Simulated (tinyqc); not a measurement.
# From mode Grueneisen parameter gamma back to p/omega_0^2

Model: Raman shift of the zone-centre optical phonon of a diamond-structure crystal under stress. Computed by tinyqc, a small Python program. Command: `OMP_NUM_THREADS=1 python tinyqc.py 3022026 3022027 out.jsonl ramanstress inv`. One thread of a shared host (Intel(R) Xeon(R) Processor @ 2.30GHz), about 0.01 s of CPU time with the checks.

Axes x, y, z are the cube axes. Strain shifts the threefold optical mode and can split it; p, q and r are the phonon deformation potentials.

Inputs (values chosen for the exercise, for a model crystal):

| quantity | value | unit |
|---|---|---|
| unstrained frequency omega_0 | 490 | 1/cm |
| q/omega_0^2 | -2.1 | - |
| C11 | 290 | GPa |
| C12 | 86.5 | GPa |
| C44 | 111 | GPa |
| stress sigma (tension positive) | -0.35 | GPa |

Stress state: hydrostatic. Axis: none.

Method:
- S11 = (C11 + C12)/D, S12 = -C12/D, D = (C11 - C12)(C11 + 2 C12), S44 = 1/C44.
- Hydrostatic stress: sigma_ij = sigma delta_ij.
- eps_xx = S11 sigma_xx + S12 (sigma_yy + sigma_zz), and cyclic; eps_xy = S44 sigma_xy/2 (tensor strain).
- gamma = -(p + 2q)/(6 omega_0^2); the mean of the three shifts is -gamma omega_0 x (volume strain).

Question. A run gave the result below. Find the p/omega_0^2, known to lie between -4.1 and -1.2.

mode Grueneisen parameter gamma = 1.051833

Answer.

Each step takes the trial c = (a f_b - b f_a)/(f_b - f_a), f being the result less the target; c replaces end b, the old b replaces a if the sign of f changed, and otherwise f_a is halved.

Scan of the range:

| p/omega_0^2 | mode Grueneisen parameter gamma |
|---|---|
| -4.10 | 1.38333 |
| -3.62 | 1.30333 |
| -3.13 | 1.22167 |
| -2.65 | 1.14167 |
| -2.17 | 1.06167 |
| -1.68 | 0.98000 |
| -1.20 | 0.90000 |

False position (Illinois rule) inside the bracket:

| step | end a | end b | trial | mode Grueneisen parameter gamma |
|---|---|---|---|---|
| 1 | -2.17 | -1.68 | -2.11100 | 1.051833 |

Mode Grueneisen parameter gamma falls at every point of a 13-point scan of the range (every second point is shown), so one value fits; it is bracketed by -2.17 and -1.68. The scan shows a straight line, so linear interpolation between any two rows gives the answer at once. Answer: p/omega_0^2 = -2.111.
